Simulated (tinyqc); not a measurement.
Band offset of a heterojunction with an interface dipole (two-band chains, self-consistent charge), step by step. Values are carried at full precision from step to step, so a last printed digit may differ when a step is redone from the rounded ones.

Sites alternate A, C. Left: A at -G1/2, C at +G1/2, hopping -t1; right: A at D - G2/2, C at D + G2/2, hopping -t2; the bonds across the two interfaces of a ring (C left to A right, C right to A left) have -sqrt(t1 t2). D is the offset of the mid-gaps, so Ev(right) - Ev(left) = D - (G2 - G1)/2 and Ec(right) - Ec(left) = D + (G2 - G1)/2. The closing bond has its sign reversed (antiperiodic ring). Half the levels are filled with two electrons each. The charge moved is q = (electrons on the left) less one a site; the mean over the two interfaces, q/2, is taken as the charge that crosses each, and its dipole opposes the offset: D = D0 - u q/2.

Values chosen for the exercise (gaps near those of SiC and SiO2; the chains and D0 are free models, so the offsets are not those of the real pair; the results hold for these values, not for the real material):
- G1 = 3.35 eV (gap on the left)
- G2 = 9.18 eV (gap on the right)
- t1 = 2.49 eV (hopping on the left)
- t2 = 1.85 eV (hopping on the right)
- D0 = -1.56 eV (mid-gap of the right side above that of the left, without dipole)
- n = 2 (cells a side in the small ring)
- u = 5.2 eV (potential step per electron moved across)
- mx = 0.8 (mixing)

## The small ring at D = D0

Fill in H.

H (eV), lower triangle:
```
,AL1,CL1,AL2,CL2,AR1,CR1,AR2,CR2
AL1,-1.6750
CL1,-2.4900,1.6750
AL2,0,-2.4900,-1.6750
CL2,0,0,-2.4900,1.6750
AR1,0,0,0,-2.1463,-6.1500
CR1,0,0,0,0,-1.8500,3.0300
AR2,0,0,0,0,0,-1.8500,-6.1500
CR2,2.1463,0,0,0,0,0,-1.8500,3.0300
```

## Levels and site charges

Diagonalise, fill the lower half with two electrons each, and sum the electrons on the left (L) less one a site.

levels (eV): -7.3059  -6.6745  -4.3513  -2.6084  2.3044  3.3281  4.1940  4.8737

electrons on the sites: AL1 1.5684, CL1 0.4694, AL2 1.5048, CL2 0.3711, AR1 1.8575, CR1 0.1247, AR2 1.8816, CR2 0.2226

q = -0.0864 electrons

Electrons move to the right, the side whose mid-gap lies lower.

## Self-consistent offset

From here on the ring has 24 cells a side.

Start at D = D0; D(out) = D0 - u q(D)/2; D(new) = D + mx (D(out) - D); stop when |D(out) - D| < 1e-7 eV.

Iterations:
```
i,D (eV),q,D(out) (eV),D(out) - D
0,-1.56000,-0.08812,-1.33089,0.229
1,-1.37671,-0.07680,-1.36032,0.0164
2,-1.36359,-0.07601,-1.36238,0.00121
3,-1.36263,-0.07595,-1.36254,8.98e-05
4,-1.36255,-0.07594,-1.36255,6.65e-06
5,-1.36255,-0.07594,-1.36255,4.93e-07
6,-1.36255,-0.07594,-1.36255,3.65e-08
```

D = -1.3625 eV

Converged at i = 6: the dipole removes 13 % of the starting offset.

## Linear response

chi = (q(+h) - q(-h))/(2h) at D = 0 with h = 0.01 eV; S = 1/(1 + u chi/2); linear estimate D = S D0.

chi = 0.05340 1/eV
S = 0.8781
linear estimate of D = -1.3698 eV

The self-consistent value is -1.3625 eV, +7.3 meV from the estimate. At D = 0 no net charge crosses: the mid-gaps are the neutrality levels of these symmetric chains.

## The line-up

Ev(right) - Ev(left) = D - (G2 - G1)/2 and Ec(right) - Ec(left) = D + (G2 - G1)/2, for D0, for the self-consistent D and for D = 0. Type I: the offsets have opposite signs; type III: one valence edge lies above the other conduction edge; else type II.

Offsets (eV):
```
case,D,valence,conduction,type
no dipole,-1.560,-4.475,1.355,type I (straddling)
self-consistent,-1.363,-4.278,1.552,type I (straddling)
neutrality levels aligned,0.000,-2.915,2.915,type I (straddling)
```

The dipole shifts both offsets alike and leaves the type.

## Checks

- q at D = 0 against zero, as particle-hole symmetry demands: both 0.000000.
- q at the self-consistent D on 24 against 48 cells a side: both -0.0759.

Program tinyqc; command `OMP_NUM_THREADS=1 python tinyqc.py 1482288 1482289 out.jsonl`; about 0.3 s on one thread of a shared Intel(R) Xeon(R) Processor @ 2.30GHz.
